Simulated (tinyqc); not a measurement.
## Undoped symmetric double-gate MOSFET, analytic potential model: effect of the gate work function less that of the intrinsic body

An undoped body of thickness ts between two equal insulators and tied gates; long channel, electrons only, n = ni exp((psi - V)/Vt) with V the quasi-Fermi potential (0 at the source, Vd at the drain), constant mobility, no quantisation. Across the body psi(x) = V - 2 Vt ln[(ts/(2 beta)) sqrt(q ni/(2 eps0 eps_r Vt)) cos(2 beta x/ts)], x from the centre. Q is the electron charge per area of the whole body.

ni = sqrt(Nc Nv) exp(-Eg/(2 Vt)), Eg in volts; r = eps_r tox/(eox ts); V0 = dphi + 2 Vt ln[(2/ts) sqrt(2 eps0 eps_r Vt/(q ni))]. beta (between 0 and pi/2) solves (Vg - V0 - V)/(2 Vt) = ln(beta) - ln(cos beta) + 2 r beta tan(beta). Q = 8 eps0 eps_r Vt beta tan(beta)/ts; I = mu (1/L)(4 eps0 eps_r/ts)(2 Vt)^2 [g(beta_s) - g(beta_d)] per width, g = beta tan(beta) - beta^2/2 + r beta^2 tan^2(beta), with beta_s at V = 0 and beta_d at V = Vd.  I(low) is taken at Vg = 0.36 V, Qs and I(high) at Vg = 1.11 V.

Parameters, values chosen for the exercise; material values close to those of silicon:
- T = 293 K (temperature)
- Eg = 1.1 eV (band gap)
- eps_r = 11.6 (relative permittivity of the semiconductor)
- Nc = 2.73e19 cm^-3 (conduction-band density of states at T)
- Nv = 2.56e19 cm^-3 (valence-band density of states at T)
- eox = 7.43 (relative permittivity of the gate insulator)
- tox = 4 nm (insulator thickness)
- ts = 12 nm (body thickness)
- mu = 140 cm^2/(V s) (channel mobility)
- L = 0.1 um (gate length)
- Vd = 1 V (drain voltage)

Constants: q = 1.602176634e-19 C, kB = 1.380649e-23 J/K, Vt = kB T/q, eps0 = 8.8541878128e-14 F/cm where lengths are in cm. Results are converted to the units shown.

Effect of the gate work function less that of the intrinsic body:
```
dphi (V)  V0 (V)  I(low) (nA/um)  Qs(high) (nC/cm^2)  I(high) (uA/um)
0         0.4646           94.88                1738            753.1
0.05      0.5146           13.34                1588            636.7
0.1       0.5646           1.845                1440            530.7
0.15      0.6146          0.2548                1292            435.1
0.2       0.6646         0.03517                1147            349.7
0.25      0.7146        0.004855                1004            274.4
0.3       0.7646        6.701e-4               863.3            209.1
```

As dphi goes from 0 to 0.3 V, I(low) falls from 94.9 to 6.70e-4 nA/um and I(high) falls from 753 to 209 uA/um. V0 rises from 0.465 to 0.765 V. In every row the surface density at the source at the higher gate voltage passes 0.3 Nc, where Boltzmann statistics fail. In every row mu V/L at the higher gate voltage, with V the smaller of Vd and Vg - V0, passes 3e6 cm/s, so velocity saturation would lower the current.

Numbers from tinyqc (`OMP_NUM_THREADS=1 python tinyqc.py 2440135 2440136 out.jsonl`; about 0.02 s on one thread of a shared Intel Xeon 2.30GHz).
